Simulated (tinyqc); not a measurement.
# Changing the temperature T

Model: leakage currents through a thin dielectric. Computed by tinyqc, a small Python program. Command: `OMP_NUM_THREADS=1 python tinyqc.py 3029794 3029795 out.jsonl leak sweep`. One thread of a shared host (Intel(R) Xeon(R) Processor @ 2.30GHz), about 0.4 s of CPU time with the checks.

Electrons leave an electrode with Fermi energy E_F above its band bottom; barriers are counted from the Fermi level, and both electrodes are alike. They cross the interlayer first.

Inputs (values chosen for the exercise, modelled on Ta2O5):
```
quantity                          value  unit
barrier height phi_B              0.804    eV
tunnelling mass m                  0.28   m_0
static permittivity k              23.8     -
optical permittivity k_o           4.56     -
trap depth phi_t                   0.89    eV
Poole-Frenkel prefactor sigma_0  0.0088  S/cm
thickness t                         3.6    nm
electrode Fermi energy E_F          6.6    eV
electrode mass m_e                  0.3   m_0
voltage V                           2.3     V
interlayer thickness t_i           0.52    nm
interlayer barrier phi_i           3.07    eV
interlayer mass m_i                0.43   m_0
interlayer permittivity k_i         3.8     -
```

Stack: dielectric on an interlayer.

Constants: k_B = 8.617333262e-05 eV/K; m_0 = 9.1093837015e-31 kg; e = 1.602176634e-19 C; hbar = 1.054571817e-34 J s; k_B = 1.380649e-23 J/K; eps_0 = 8.8541878128e-12 F/m; h = 6.62607015e-34 J s.

Method:
- Fields: F_i = V/(t_i + t k_i/k), F = F_i k_i/k; equivalent oxide thickness 3.9 (t/k + t_i/k_i).
- WKB: a layer of mass m, field F and barrier b(x) = b_0 - e F x gives the exponent (4 sqrt(2 m)/(3 hbar e F)) [b_0^(3/2) - max(b_0 - e F t, 0)^(3/2)] for b_0 > 0; b_0 = barrier - (E - E_F), less e F_i t_i for the second layer; the transmission is D(E) = exp(-sum of exponents), without image force.
- Tsu-Esaki: J = (e m_e k_B T/(2 pi^2 hbar^3)) int D(E) ln[(1 + exp((E_F - E)/k_B T))/(1 + exp((E_F - eV - E)/k_B T))] dE over the normal energy E (its change with the mass at an interface is neglected) from max(0, E_F - 3 eV) to E_F + largest barrier, by 100 Gauss-Legendre points in each part, split at E_F - 0.3 eV (if inside the range) and E_F + 8 k_B T.
- The mean energy weights E - E_F by the integrand.
- Schottky emission J = A T^2 exp(-(phi_B - sqrt(e^3 F/(4 pi k_o eps_0)))/k_B T), A = 4 pi e m k_B^2/h^3 with the tunnelling mass; Poole-Frenkel J = sigma_0 F exp(-(phi_t - sqrt(e^3 F/(pi k_o eps_0)))/k_B T); both use the field F of the dielectric and ignore the interlayer.

One run for each value; columns: (1) temperature T (K); (2) tunnel current density (A/cm^2); (3) Poole-Frenkel current density (A/cm^2); (4) Schottky current density (A/cm^2); (5) mean energy of the current above E_F (eV):
```
(1)        (2)        (3)        (4)      (5)
150  1.584e+06  2.737e-04  6.322e-11  -0.3345
180  1.586e+06  5.971e-03  4.354e-08  -0.3340
220  1.590e+06  9.843e-02  1.776e-05  -0.3332
260  1.595e+06  6.851e-01  1.205e-03  -0.3323
320  1.603e+06  5.066e+00  1.001e-01  -0.3306
380  1.613e+06  1.992e+01  2.187e+00  -0.3286
460  1.628e+06  7.091e+01  4.070e+01  -0.3253
550  1.650e+06  1.902e+02  4.195e+02  -0.3210
```

What does the table show, and why?

Over the rows, tunnel current density (A/cm^2) rises from 1.58e6 to 1.65e6 (exponent d ln y / d ln x 0.0080 between the first rows and 0.073 between the last); Poole-Frenkel current density (A/cm^2) rises from 2.74e-4 to 190 (exponent d ln y / d ln x 17 between the first rows and 5.5 between the last); Schottky current density (A/cm^2) rises from 6.32e-11 to 419 (exponent d ln y / d ln x 36 between the first rows and 13 between the last). At the low end the exponent of tunnel current density is 0.01, close to 0: tunnelling from the Fermi level is not activated. Arrhenius slopes between the last two rows: tunnelling 0.003 eV, Poole-Frenkel 0.239 eV (the lowered trap depth).

Caution (all rows): the field is near or above what such a dielectric withstands; the numbers only show the formulas.
